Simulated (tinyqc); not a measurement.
Worked calculation: CCD on RHF in the 6-31g basis, for H2, spin multiplicity 1. Computed by tinyqc, a small Python program that keeps every step (integrals from PySCF). Settings: charge = 0, multiplicity = 1, basis = 6-31g, method = RHF, energy threshold = 1e-10, iteration cap = 65, orthogonalisation = symmetric, start = Wolfsberg-Helmholz matrix, DIIS depth = 6, amplitude equations = CCD, DIIS depth for amplitudes = 4, cap on updates = 89. Command: `OMP_NUM_THREADS=1 python tinyqc.py 21233 21234 out.jsonl` (the two numbers bound the seeds that draw the settings). One thread of a shared host (Intel(R) Xeon(R) Processor @ 2.60GHz), about 0.09 s of CPU time with the checks. The early iterations of the SCF are left out here.

## One-electron integrals

Geometry (angstrom):

| atom | x | y | z |
|---|---|---|---|
| H | 0.00000 | 0.00000 | 0.00000 |
| H | 0.00000 | 0.00000 | 0.66500 |

Basis 6-31g: exponents (1/bohr^2) and contraction coefficients of normalised primitives:

| element | l (shell) | exponent | coefficient |
|---|---|---|---|
| H | s (1) | 18.73114 | 0.03349 |
| H | s (1) | 2.82539 | 0.23473 |
| H | s (1) | 0.64012 | 0.81376 |
| H | s (2) | 0.16128 | 1.00000 |

Overlap, kinetic and nuclear-attraction integrals over the contracted functions; the nuclear repulsion is the sum of Za Zb / Rab.

nuclear repulsion = 0.7957552 hartree

overlap S, lower triangle:
```
         1H 1s    1H 2s    2H 1s    2H 2s
1H 1s  1.00000
1H 2s  0.65829  1.00000
2H 1s  0.52451  0.53487  1.00000
2H 2s  0.53487  0.88043  0.65829  1.00000
```

kinetic energy T (hartree), lower triangle:
```
         1H 1s    1H 2s    2H 1s    2H 2s
1H 1s  1.39568
1H 2s  0.25974  0.24192
2H 1s  0.32363  0.18162  1.39568
2H 2s  0.18162  0.19491  0.25974  0.24192
```

nuclear attraction V (hartree), lower triangle:
```
          1H 1s     1H 2s     2H 1s     2H 2s
1H 1s  -2.42542
1H 2s  -1.21413  -1.18769
2H 1s  -1.25318  -1.01917  -2.42542
2H 2s  -1.01917  -1.08232  -1.21413  -1.18769
```

core Hamiltonian H = T + V (hartree), lower triangle:
```
          1H 1s     1H 2s     2H 1s     2H 2s
1H 1s  -1.02975
1H 2s  -0.95440  -0.94577
2H 1s  -0.92954  -0.83755  -1.02975
2H 2s  -0.83755  -0.88741  -0.95440  -0.94577
```

## Two-electron integrals

Functions are numbered as in S; the eight-fold symmetry (ij|kl) = (ji|kl) = (kl|ij) leaves the list below.

Two-electron integrals (ij|kl) in chemists' order, unique and non-zero (hartree):
```
(11|11) 1.07657   (21|11) 0.57847   (21|21) 0.32942   (22|11) 0.58740
(22|21) 0.36130   (22|22) 0.45315   (31|11) 0.48327   (31|21) 0.27287
(31|22) 0.29424   (31|31) 0.26924   (32|11) 0.37986   (32|21) 0.22812
(32|22) 0.27047   (32|31) 0.23028   (32|32) 0.21663   (33|11) 0.71158
(33|21) 0.43146   (33|22) 0.51314   (33|31) 0.48327   (33|32) 0.46443
(33|33) 1.07657   (41|11) 0.46443   (41|21) 0.26521   (41|22) 0.29215
(41|31) 0.23028   (41|32) 0.19570   (41|33) 0.37986   (41|41) 0.21663
(42|11) 0.49923   (42|21) 0.30843   (42|22) 0.39066   (42|31) 0.26804
(42|32) 0.25497   (42|33) 0.49923   (42|41) 0.25497   (42|42) 0.35126
(43|11) 0.43146   (43|21) 0.26316   (43|22) 0.32079   (43|31) 0.27287
(43|32) 0.26521   (43|33) 0.57847   (43|41) 0.22812   (43|42) 0.30843
(43|43) 0.32942   (44|11) 0.51314   (44|21) 0.32079   (44|22) 0.41745
(44|31) 0.29424   (44|32) 0.29215   (44|33) 0.58740   (44|41) 0.27047
(44|42) 0.39066   (44|43) 0.36130   (44|44) 0.45315
```

## Orthogonalisation

S = U s U^T; symmetric (Loewdin) form X = U s^(-1/2) U^T, so that X^T S X = 1.

eigenvalues of S: 0.08096  0.49611  0.51410  2.90883

X, lower triangle:
```
          1H 1s     1H 2s     2H 1s    2H 2s
1H 1s   1.32408
1H 2s  -0.50810   2.13356
2H 1s  -0.25958   0.09595   1.32408
2H 2s   0.09595  -1.19199  -0.50810  2.13356
```

## Iteration 5 (converged): orbitals

converged F (hartree), lower triangle:
```
          1H 1s     1H 2s     2H 1s     2H 2s
1H 1s  -0.09190
1H 2s  -0.53270  -0.34083
2H 1s  -0.60243  -0.54288  -0.09190
2H 2s  -0.54288  -0.37291  -0.53270  -0.34083
```

Diagonalise F' = X^T F X, C = X C', fill 1 alpha and 1 beta electrons from the bottom; D = 2 C_occ C_occ^T. Each column has its largest component positive (the first on a tie).

F' = X^T F X (hartree), lower triangle:
```
          1         2         3        4
1   0.65419
2  -0.58733   0.29213
3  -0.61843  -0.09183   0.65419
4  -0.09183  -0.20805  -0.58733  0.29213
```

orbital energies (hartree): MO1 -0.61967, MO2 0.25816, MO3 0.73950, MO4 1.51464

coefficients C:
```
           MO1       MO2       MO3       MO4
1H 1s  0.33926   0.10768   0.73241  -1.19366
1H 2s  0.25263   1.92548  -0.68146   1.41583
2H 1s  0.33926  -0.10768   0.73241   1.19366
2H 2s  0.25263  -1.92548  -0.68146  -1.41583
```

D after iteration 5, lower triangle:
```
         1H 1s    1H 2s    2H 1s    2H 2s
1H 1s  0.23019
1H 2s  0.17141  0.12764
2H 1s  0.23019  0.17141  0.23019
2H 2s  0.17141  0.12764  0.17141  0.12764
```

## Convergence

Stop when the energy changes by less than 1e-10 hartree and every element of the error matrix X^T (F D S - S D F) X is below 3e-06.

Course of the cycle:

| iteration | E (hartree) | change | largest element of the error matrix |
|---|---|---|---|
| 1 | -1.1212370 | - | 3.41e-02 |
| 2 | -1.1231975 | -1.96e-03 | 4.98e-03 |
| 3 | -1.1232402 | -4.28e-05 | 9.20e-06 |
| 4 | -1.1232402 | -1.21e-10 | 3.85e-06 |
| 5 | -1.1232402 | -1.53e-11 | 2.43e-06 |

PySCF RHF in the same basis = -1.1232402 hartree

Converged in 5 iterations.

## Integrals over molecular orbitals

(pq|rs) = sum C_ip C_jq C_kr C_ls (ij|kl), one index at a time.

one-electron integrals over orbitals h = C^T H C (hartree), lower triangle:
```
          1         2         3        4
1  -1.29933
2   0.00000  -0.53192
3  -0.17705   0.00000  -0.22713
4   0.00000   0.20906   0.00000  0.27037
```

Two-electron integrals over orbitals (pq|rs), unique and non-zero (hartree):
```
(11|11) 0.67967    (21|21) 0.07183    (22|11) 0.43095    (22|22) 0.38211
(31|11) 0.17705    (31|22) 0.04460    (31|31) 0.11293    (32|21) -0.02514
(32|32) 0.03841    (33|11) 0.53978    (33|22) 0.37648    (33|31) 0.11898
(33|33) 0.46078    (41|21) -0.07733   (41|32) -0.01335   (41|41) 0.14554
(42|11) -0.14320   (42|22) -0.04989   (42|31) -0.06927   (42|33) -0.09174
(42|42) 0.06216    (43|21) -0.07233   (43|32) 0.00419    (43|41) 0.11980
(43|43) 0.11362    (44|11) 0.69491    (44|22) 0.43952    (44|31) 0.20974
(44|33) 0.55728    (44|42) -0.16640   (44|44) 0.77573
```

## CCD: starting amplitudes

t_ij^ab = <ij||ab> / (e_i + e_j - e_a - e_b), whose energy is MP2.

Starting amplitudes (spin orbitals 1a, 1b, ...; amplitudes related by a flip of all spins are not repeated):

| from | to | t |
|---|---|---|
| 1a 1b | 3a 3b | -0.04154 |
| 1a 1b | 2a 2b | -0.04091 |
| 1a 1b | 4a 4b | -0.03410 |
| 1a 1b | 2a 4b | 0.02567 |

correlation energy = -0.0165631 hartree

## CCD: amplitude update 1

t_ij^ab D_ij^ab are set to the remaining terms of the spin-orbital equations, evaluated with the old amplitudes; for the doubles these are <ij||ab> + 1/2 <ab||ef> t_ij^ef + 1/2 <mn||ij> t_mn^ab + P(ij)P(ab) <mb||ej> t_im^ae + terms in t^2, D the orbital-energy denominators.

Amplitudes after update 1 (spin orbitals 1a, 1b, ...; amplitudes related by a flip of all spins are not repeated):

| from | to | t |
|---|---|---|
| 1a 1b | 2a 2b | -0.05514 |
| 1a 1b | 3a 3b | -0.05148 |
| 1a 1b | 4a 4b | -0.04103 |
| 1a 1b | 2a 4b | 0.03551 |

correlation energy = -0.0212373 hartree

## CCD: convergence

E_corr = 1/4 sum <ij||ab> t_ij^ab; stop when the norm of the change is below 1e-8.

Course of the amplitude iterations:

| update | correlation energy (hartree) | norm of the change |
|---|---|---|
| 0 | -0.0165631 | - |
| 1 | -0.0212373 | 4.66e-02 |
| 2 | -0.0226133 | 1.54e-02 |
| 3 | -0.0232664 | 5.44e-03 |
| 4 | -0.0232549 | 3.49e-04 |
| 5 | -0.0232552 | 1.30e-05 |
| 6 | -0.0232551 | 1.33e-06 |
| 7 | -0.0232551 | 2.77e-07 |
| 8 | -0.0232551 | 5.18e-08 |
| 9 | -0.0232551 | 3.73e-09 |

Converged amplitudes (spin orbitals 1a, 1b, ...; amplitudes related by a flip of all spins are not repeated):

| from | to | t |
|---|---|---|
| 1a 1b | 2a 2b | -0.06358 |
| 1a 1b | 3a 3b | -0.05438 |
| 1a 1b | 4a 4b | -0.04263 |
| 1a 1b | 2a 4b | 0.04101 |

CCD total energy = -1.1464954 hartree

Converged in 9 updates, with DIIS from the third.
